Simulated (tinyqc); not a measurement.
Inside a calculation. Method: Pariser-Parr-Pople SCF with singles CI, for the molecule OC=C1C=CC=C1O (SMILES; centres numbered as the heavy atoms are written). One step of it, computed by the program tinyqc.

Question. Singles CI, triplets. Over the 4 single excitations with the smallest orbital gaps: A = (e_a - e_i) delta - (ij|ab), with (pq|rs) = sum c_mp c_mq gamma_mn c_nr c_ns.

orbital energies (eV): -14.969117  -13.924449  -11.937534  -9.545006  -8.277032  -2.399418  1.849428  2.037198

coefficients:
```
         MO1        MO2        MO3        MO4        MO5        MO6        MO7        MO8
1O  0.780716  -0.385163   0.261766  -0.314767   0.031630  -0.258202   0.007295   0.082525
2C  0.458115  -0.065484  -0.161325   0.430730  -0.065791   0.682956  -0.020065  -0.321138
3C  0.282218   0.216044  -0.407893   0.489982  -0.026400  -0.283844   0.030281   0.620514
4C  0.120232   0.136761  -0.438032  -0.053530   0.573342  -0.301582  -0.396093  -0.442201
5C  0.074344   0.152309  -0.389083  -0.488611   0.311673   0.307598   0.601013   0.167857
6C  0.093938   0.245627  -0.256158  -0.482006  -0.438794   0.240422  -0.583973   0.203788
7C  0.195186   0.464519  -0.075902  -0.029983  -0.512444  -0.347586   0.360962  -0.475137
8O  0.184560   0.694747   0.569596   0.021840   0.336116   0.148826  -0.095935   0.118406
```

repulsion gamma_rs (eV):
```
           1O         2C         3C         4C         5C         6C         7C         8O
1O  21.500000   6.309260   4.354060   3.110141   2.596189   2.786459   3.782926   4.165686
2C   6.309260  11.130000   5.345422   3.800585   2.929221   2.928971   3.801070   3.665721
3C   4.354060   5.345422  11.130000   5.344863   4.046484   4.046377   5.346922   4.264031
4C   3.110141   3.800585   5.344863  11.130000   5.347459   4.046760   4.046508   3.196206
5C   2.596189   2.929221   4.046484   5.347459  11.130000   5.346110   4.046424   3.196128
6C   2.786459   2.928971   4.046377   4.046760   5.346110  11.130000   5.345300   4.262741
7C   3.782926   3.801070   5.346922   4.046508   4.046424   5.345300  11.130000   6.307227
8O   4.165686   3.665721   4.264031   3.196206   3.196128   4.262741   6.307227  21.500000
```

Give: triplet CI matrix; triplet excitation energies.

Answer.

triplet CI matrix (eV):
```
       5>6    4>6    3>6    5>7
5>6  1.261  0.152  0.014  0.072
4>6  0.152  1.859  0.608  0.439
3>6  0.014  0.608  4.735  0.740
5>7  0.072  0.439  0.740  4.294
```

triplet excitation energies (eV): 1.219  1.741  3.743  5.445
